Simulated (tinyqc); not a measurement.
Debye-Callaway model of lattice thermal conductivity. Changing the film thickness t. Computed by tinyqc, a small Python program. Command: `OMP_NUM_THREADS=1 python tinyqc.py 3009123 3009124 out.jsonl callaway sweep`. One thread of a shared host (Intel(R) Xeon(R) Processor @ 2.30GHz), about 0.02 s of CPU time with the checks.

Three acoustic branches with one velocity v, cut at omega_D = k_B Theta/hbar; x = hbar omega/(k_B T). v and Theta are separate inputs: Theta cuts off the heat-carrying modes, so C need not reach 3 k_B/V. gamma is an effective value that sets the umklapp rate. Heat flows along the film.

Inputs (values chosen for the exercise, for a model crystal):
```
quantity,value,unit
sound velocity v,5050,m/s
Debye temperature Theta,502,K
volume per atom V,18.2,angstrom^3
mean atomic mass M,55.4,u
effective Grueneisen parameter gamma,1.66,-
umklapp exponent divisor b,2,-
mass variance Gamma,3.1e-05,-
specularity p,0.6,-
normal-process factor f_N,0.49,-
temperature T,150,K
```

Sample: film. Point defects: isotopes. Normal processes: included.

Constants: k_B = 1.380649e-23 J/K; hbar = 1.054571817e-34 J s; u = 1.6605390666e-27 kg.

Method:
- Gamma is given directly by the isotope mixture. A = V Gamma/(4 pi v^3).
- Rates: point defects A omega^4; umklapp B omega^2 T exp(-Theta/(b T)) with B = hbar gamma^2/(M v^2 Theta); normal processes f_N B omega^2 T (T/Theta)^2. Film: the bulk time tau of each mode, from the resistive rates above, is multiplied by the Fuchs-Sondheimer factor F = (3/2) int_0^1 (1 - u^2) [1 - (1 - p) (u/d) (1 - E)/(1 - p E)] du, with E = exp(-d/u), d = t/(v tau), by 48 Gauss-Legendre points in z with u = z^4; the boundary rate is defined as 1/(F tau) - 1/tau.
- kappa_1 = c int tau_C g dx, g = x^4 e^x/(e^x - 1)^2, c = (k_B/(2 pi^2 v)) (k_B T/hbar)^3, over 0 < x < min(Theta/T, 40), by 96 Gauss-Legendre points in s with x = x_max s^2; 1/tau_C = 1/tau_R + 1/tau_N; kappa_2 = c [int (tau_C/tau_N) g dx]^2 / int (tau_C/(tau_N tau_R)) g dx; kappa = kappa_1 + kappa_2.
- Heat capacity C = 3 c int g dx / v^2; grey free path 3 kappa/(C v); the median free path v tau_C halves kappa_1 when the quadrature points are ordered by free path (each counted at half its weight, interpolated in the logarithm); likewise at 10 % and 90 %.

One run for each value:
```
film thickness t (micrometre),kappa (W/(m K)),grey free path (nm),median free path (nm)
0.015,150.02,95.46,91.59
0.038,249.41,158.71,154.02
0.095,370.44,235.73,237.22
0.24,495.85,315.53,339.00
0.6,603.33,383.92,448.02
1.5,685.78,436.39,553.65
3.8,745.04,474.09,646.30
9.5,784.55,499.24,718.54
24,810.89,516.00,772.66
60,827.77,526.74,809.89
```

Over the rows, kappa (W/(m K)) rises from 150 to 828 (exponent d ln y / d ln x 0.55 between the first rows and 0.022 between the last); grey free path (nm) rises from 95.5 to 527 (exponent d ln y / d ln x 0.55 between the first rows and 0.022 between the last); median free path (nm) rises from 91.6 to 810 (exponent d ln y / d ln x 0.56 between the first rows and 0.051 between the last). At the high end the exponent of kappa is 0.02, close to 0: the sample is bulk-like. Kappa falls to half its value in the last row at about 0.13 micrometre, against a grey free path of 0.53 and a median one of 0.81 micrometre in that row.
